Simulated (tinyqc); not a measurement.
Worked calculation: RKS/exchange-only LDA in the sto-3g basis, for B+, spin multiplicity 1. One step of it, computed by the program tinyqc.

Task: Iteration 1: building the Kohn-Sham matrix. J_ij = sum D_kl (ij|kl); F = H + J + V_xc; E = tr D H + tr D J / 2 + E_xc + E_nn.

D at the start, order 1B 1s, 1B 2s, 1B 2px, 1B 2py, 1B 2pz:
$$\begin{pmatrix}
2.156421 & -0.580784 & 0.000000 & 0.000000 & 0.000000 \\
-0.580784 & 2.156421 & 0.000000 & 0.000000 & 0.000000 \\
0.000000 & 0.000000 & 0.000000 & 0.000000 & 0.000000 \\
0.000000 & 0.000000 & 0.000000 & 0.000000 & 0.000000 \\
0.000000 & 0.000000 & 0.000000 & 0.000000 & 0.000000
\end{pmatrix}$$

core Hamiltonian H = T + V (hartree), order 1B 1s, 1B 2s, 1B 2px, 1B 2py, 1B 2pz:
$$\begin{pmatrix}
-12.321086 & -3.187330 & 0.000000 & 0.000000 & 0.000000 \\
-3.187330 & -3.412465 & 0.000000 & 0.000000 & 0.000000 \\
0.000000 & 0.000000 & -2.617559 & 0.000000 & 0.000000 \\
0.000000 & 0.000000 & 0.000000 & -2.617559 & 0.000000 \\
0.000000 & 0.000000 & 0.000000 & 0.000000 & -2.617559
\end{pmatrix}$$

Two-electron integrals (ij|kl) in chemists' order, unique and non-zero (hartree):
```
(11|11) 2.923513   (21|11) 0.518376   (21|21) 0.109262   (22|11) 0.744229
(22|21) 0.193177   (22|22) 0.544804   (31|31) 0.020264   (32|31) 0.029996
(32|32) 0.120346   (33|11) 0.742491   (33|21) 0.193240   (33|22) 0.544682
(33|33) 0.586773   (41|41) 0.020264   (42|41) 0.029996   (42|42) 0.120346
(43|43) 0.031630   (44|11) 0.742491   (44|21) 0.193240   (44|22) 0.544682
(44|33) 0.523513   (44|44) 0.586773   (51|51) 0.020264   (52|51) 0.029996
(52|52) 0.120346   (53|53) 0.031630   (54|54) 0.031630   (55|11) 0.742491
(55|21) 0.193240   (55|22) 0.544682   (55|33) 0.523513   (55|44) 0.523513
(55|55) 0.586773
```

nuclear repulsion = 0 hartree

V_xc (hartree), order 1B 1s, 1B 2s, 1B 2px, 1B 2py, 1B 2pz:
$$\begin{pmatrix}
-1.697478 & -0.253733 & 0.000000 & 0.000000 & 0.000000 \\
-0.253733 & -0.341521 & 0.000000 & 0.000000 & 0.000000 \\
0.000000 & 0.000000 & -0.338379 & 0.000000 & 0.000000 \\
0.000000 & 0.000000 & 0.000000 & -0.338379 & 0.000000 \\
0.000000 & 0.000000 & 0.000000 & 0.000000 & -0.338379
\end{pmatrix}$$

E_xc = sum of w rho eps_xc = -3.07665976 hartree

Give: Coulomb J; Kohn-Sham matrix F; total energy of this density.

Result:

Coulomb J (hartree), order 1B 1s, 1B 2s, 1B 2px, 1B 2py, 1B 2pz:
$$\begin{pmatrix}
7.3071 & 1.4075 & 0.0000 & 0.0000 & 0.0000 \\
1.4075 & 2.5553 & 0.0000 & 0.0000 & 0.0000 \\
0.0000 & 0.0000 & 2.5512 & 0.0000 & 0.0000 \\
0.0000 & 0.0000 & 0.0000 & 2.5512 & 0.0000 \\
0.0000 & 0.0000 & 0.0000 & 0.0000 & 2.5512
\end{pmatrix}$$

Kohn-Sham matrix F (hartree), order 1B 1s, 1B 2s, 1B 2px, 1B 2py, 1B 2pz:
$$\begin{pmatrix}
-6.7115 & -2.0336 & 0.0000 & 0.0000 & 0.0000 \\
-2.0336 & -1.1987 & 0.0000 & 0.0000 & 0.0000 \\
0.0000 & 0.0000 & -0.4047 & 0.0000 & 0.0000 \\
0.0000 & 0.0000 & 0.0000 & -0.4047 & 0.0000 \\
0.0000 & 0.0000 & 0.0000 & 0.0000 & -0.4047
\end{pmatrix}$$

total energy of this density = -23.486252 hartree

This density is the starting one.
